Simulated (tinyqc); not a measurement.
Electromigration in a confined line: Blech product, Korhonen stress evolution and Black's law. Changing the time as a fraction of L^2/kappa, s. Computed by tinyqc, a small Python program. Command: `OMP_NUM_THREADS=1 python tinyqc.py 3000166 3000167 out.jsonl emigr sweep`. One thread of a shared host (Intel(R) Xeon(R) Processor @ 2.30GHz), about 0.01 s of CPU time with the checks.

The electron wind pushes atoms from the cathode (x = 0) to the anode (x = L); blocking ends build a back stress (tension positive). The input rho is taken not to change with temperature. d sigma/dt = d/dx [kappa (d sigma/dx + G)], with zero flux at both ends and sigma = 0 at t = 0.

Inputs (values chosen for the exercise, close to those used for ruthenium lines):

| quantity | value | unit |
|---|---|---|
| resistivity rho | 14.5 | micro-ohm cm |
| atomic volume Omega | 13.6 | angstrom^3 |
| effective charge number Z* | 1.5 | - |
| prefactor D0 | 1.5e-06 | m^2/s |
| activation energy E | 1.38 | eV |
| effective modulus B | 71 | GPa |
| critical stress sigma_c | 490 | MPa |
| current density j | 1 | MA/cm^2 |
| line length L | 36 | um |
| test temperature T | 230 | C |

Start: stress-free.

Constants: e = 1.602176634e-19 C; k_B = 8.617333262e-05 eV/K; k_B = 1.380649e-23 J/K.

Method:
- G = Z* e rho j/Omega; D = D0 exp(-E/(k_B T)); kappa = D B Omega/(k_B T); drift velocity of an unconfined line v = D Z* e rho j/(k_B T). SI: 1 micro-ohm cm = 1e-8 ohm m, 1 MA/cm^2 = 1e10 A/m^2.
- Temperatures in kelvin are T(C) + 273.15.
- At steady state sigma(x) = G (L/2 - x). A void forms only if the cathode stress reaches sigma_c, that is if j L exceeds (j L)_c = 2 Omega (sigma_c)/(Z* e rho). Time scale tau = L^2/kappa.
- sigma(x, t) = G L [1/2 - x/L - 4 sum_(m odd) cos(m pi x/L) exp(-m^2 pi^2 s)/(m pi)^2], s = t/tau, summed to m = 399.
- The terms at x = 0 are 4 exp(-m^2 pi^2 s)/(m pi)^2; tau = L^2/kappa.

One run for each value:

| time as a fraction of L^2/kappa, s | cathode stress at time s (MPa) | time t (h) |
|---|---|---|
| 0.002 | 46.55 | 2.2958e+02 |
| 0.0043 | 68.25 | 4.9359e+02 |
| 0.0095 | 101.45 | 1.0905e+03 |
| 0.021 | 150.83 | 2.4106e+03 |
| 0.045 | 220.67 | 5.1655e+03 |
| 0.097 | 317.68 | 1.1135e+04 |
| 0.21 | 414.16 | 2.4106e+04 |
| 0.46 | 457.22 | 5.2803e+04 |
| 1 | 461.20 | 1.1479e+05 |

What does the table show, and why?

Over the rows, cathode stress at time s (MPa) rises from 46.5 to 461 (exponent d ln y / d ln x 0.50 between the first rows and 0.011 between the last); time t (h) rises from 230 to 115000 (exponent d ln y / d ln x about 1.0 throughout). At the low end the exponent of cathode stress at time s is 0.50, close to 0.50: the semi-infinite law. The part added by the current grows as 2 G L sqrt(s/pi) at first and levels off at G L/2 once s passes about 0.3.
